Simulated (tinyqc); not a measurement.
Electron continuity equation in a given potential, Scharfetter-Gummel discretisation: one step of the calculation.

Steady state in one dimension: J = q mu n E + q D dn/dx with E = -dpsi/dx and D = mu Vt, dJ/dx = 0, fixed densities nL and nR at the ends. The potential is given, psi = U (x/L)^2, and is not changed by the electrons.

Problem. Tridiagonal system for the inner nodes. Row i (1 to 7): B(-d_(i-1)) n_(i-1) + b_i n_i + B(d_i) n_(i+1) = f_i with b_i = -B(-d_i) - B(d_(i-1)) and f_i = 0; the known end values are moved to the right: f_1 loses B(-d_0) nL and f_7 loses B(d_7) nR. h = L/8, D = mu Vt.

Inputs (values chosen for the exercise); mobility that of a made-up semiconductor: temperature T = 300 K; electron mobility mu = 1200 cm^2/(V s); length of the region L = 3.8 um; density at x = 0 nL = 1e12 cm^-3; density at x = L nR = 0 cm^-3.

Constants: q = 1.602176634e-19 C, kB = 1.380649e-23 J/K, Vt = kB T/q. Results are converted to the units shown.

```
interval     B(d_i)      B(-d_i)
0         1.1257463   0.88398555
1         1.4060978   0.68081545
2         1.7233033   0.51449935
3         2.0741595   0.38183391
4         2.4544574   0.27861025
5         2.8595129   0.20014414
6         3.2846488   0.14175847
7         3.7255545  0.099142585
```

Find: diagonal b; right side f.

Solution.

```
node  diagonal b  right side f (cm^-3)
1         -1.807             -8.840e11
2         -1.921                     0
3         -2.105                     0
4         -2.353                     0
5         -2.655                     0
6         -3.001                     0
7         -3.384                     0
```

Numbers from tinyqc (`OMP_NUM_THREADS=1 python tinyqc.py 2220064 2220065 out.jsonl`; about 0.01 s on one thread of a shared Intel Xeon 2.30GHz).
